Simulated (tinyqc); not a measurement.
Interstitial-substitutional diffusion of a fast metal impurity in a wafer (kick-out and dissociative mechanisms): one step, computed by the program tinyqc.

The metal moves as an interstitial A_i and dissolves on lattice sites either by kicking out a self-interstitial (A_i = A_s + I) or by filling a vacancy (A_i + V = A_s). With A_i at its solubility, local equilibrium and c = C_s/C_s*, self-interstitials and vacancies obey C_I/C_I* = 1/c and C_V/C_V* = c.

Question. Diffusivity against concentration. In defect-free silicon dc/dt = d/dx [(D_K/c^2 + D_F) dc/dx], c = 1 at both faces. D_K = D_I C_I*/C_s* and D_F = D_V C_V*/C_s*. The two terms are equal at c* = sqrt(D_K/D_F). Take c = 1, 0.5, 0.2, 0.1, 0.03 and 0.01.

Inputs (values chosen for the exercise, loosely like those of a heavy transition metal in silicon): temperature T = 800 C.

D_K = 1.559797e-12 cm^2/s

D_F = 3.863747e-12 cm^2/s

Give: c*; Effective diffusivity (cm^2/s).

Answer.

c* = 0.6354

Effective diffusivity (cm^2/s):
```
c     kick-out term      total
1.00      1.560e-12  5.424e-12
0.50      6.239e-12  1.010e-11
0.20      3.899e-11  4.286e-11
0.10      1.560e-10  1.598e-10
0.03      1.733e-09  1.737e-09
0.01      1.560e-08  1.560e-08
```
